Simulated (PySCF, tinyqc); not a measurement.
RKS/PBE0 in the sto-6g basis, for H3+, spin multiplicity 1, step by step. The lowest restricted solution is unstable here: a spin-polarised one lies 0.0006 hartree lower (PySCF). One step of it, computed by the program tinyqc.

Question. Iteration 2: DIIS coefficients. Solve [B -1; -1 0][c; lambda] = [0; -1] for the coefficients, which sum to one.

B (overlaps of the stored error matrices):
```
                1               2
1   4.6943376e-02  -1.8504757e-02
2  -1.8504757e-02   7.2944487e-03
```

Give: DIIS coefficients.

Answer.

DIIS coefficients: 0.283  0.717
